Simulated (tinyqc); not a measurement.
Classical Heisenberg spin chain: exact results, Metropolis, heat-bath and over-relaxation steps, and a Monte Carlo run: one step, computed by the program tinyqc. Command: `OMP_NUM_THREADS=1 python tinyqc.py 3130049 3130050 out.jsonl heismc walk`. One thread of a shared host (Intel(R) Xeon(R) Processor @ 2.30GHz), about 0.2 s of CPU time with the checks.

E = -J sum_i s_i . s_(i+1) for unit vectors s_i on an open chain; K = J/(k_B T).

Problem. Finite chain. For N spins, <|sum s|^2>/N = (1 + u)/(1 - u) - 2 u (1 - u^N)/(N (1 - u)^2); the long chain has (1 + u)/(1 - u), chi over the Curie value, and the difference is relative to it.

Inputs (values chosen for the exercise, for a model chain of large moments): temperature T = 40.6 K; length N of the open chain = 12.

u = -0.2304552

chi over the Curie value = 0.6254148

Give: <|sum s|^2>/N; difference from the long chain.

Solution.

<|sum s|^2>/N = 0.6508

difference from the long chain = 4.056 %
